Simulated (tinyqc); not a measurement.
Worked calculation: Hubbard chain of 4 sites. One step of it, computed by the program tinyqc.

Problem. Mean-field iteration 2. H(up) = T + U n(down), H(down) = T + U n(up); fill the lowest levels; n(new) = n + mixing (n(out) - n); E = tr T (rho up + rho down) + U sum n_up n_down of the output.

one-body matrix (hopping and site energies) (eV):
```
           1          2          3          4
1   0.000000  -0.850000   0.000000   0.000000
2  -0.850000   0.000000  -0.850000   0.000000
3   0.000000  -0.850000   0.000000  -0.850000
4   0.000000   0.000000  -0.850000   0.000000
```

U = 12.000000 eV

electrons, up and down: 2  2

mixing = 1

n(up) after iteration 1: 1 0.987108, 2 0.025273, 3 0.974727, 4 0.012892

n(down) after iteration 1: 1 0.012892, 2 0.974727, 3 0.025273, 4 0.987108

Give: levels, up; levels, down; energy; n(up) after iteration 2; n(down) after iteration 2.

Solution.

levels, up (eV): 0.0604  0.2114  11.7886  11.9396

levels, down (eV): 0.0604  0.2114  11.7886  11.9396

energy = -0.3598 eV

n(up) after iteration 2: 1 0.9947, 2 0.0106, 3 0.9894, 4 0.0053

n(down) after iteration 2: 1 0.0053, 2 0.9894, 3 0.0106, 4 0.9947
